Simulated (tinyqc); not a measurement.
Raising U: Hubbard chain of 3 sites, mean field against exact. Computed by the program tinyqc. 

one-body matrix (hopping and site energies) (eV):
```
         1        2        3
1   0.0000  -1.4200   0.0000
2  -1.4200   0.0000  -1.4200
3   0.0000  -1.4200   0.0000
```

electrons, up and down: 2  1

Collinear unrestricted mean field (the lowest of 40 random starts) against exact diagonalisation.

Exact and mean-field results (eV):
```
U          U/t   E exact  E mean field  mean |n_up - n_down|  double occupancy, exact  first gap in the sector
0.710    0.500  -3.59366      -3.57713                 0.367                    0.188                    1.909
1.420    1.000  -3.21423      -3.15011                 0.413                    0.168                    1.794
2.840    2.000  -2.58453      -2.36667                 0.556                    0.129                    1.545
4.260    3.000  -2.10920      -1.76479                 0.729                    0.096                    1.312
5.680    4.000  -1.75522      -1.36989                 0.837                    0.072                    1.117
8.520    6.000  -1.28756      -0.93277                 0.926                    0.042                    0.838
11.360   8.000  -1.00495      -0.70428                 0.958                    0.026                    0.660
17.040  12.000  -0.69119      -0.47167                 0.981                    0.013                    0.458
28.400  20.000  -0.42181      -0.28364                 0.993                 4.85e-03                    0.281
```

In absolute terms mean field is worst at U/t = 4.0, 0.385 eV too high: at small U it is nearly exact, and at large U it misses only exchange-scale energies. Relative to the exact energy its error is 0.5 % at the smallest U, 33 % at most and 33 % at the largest. The double occupancy falls from 0.188 to 0.005; at the largest U the first gap is 0.99 times the exchange scale 4t^2/U.
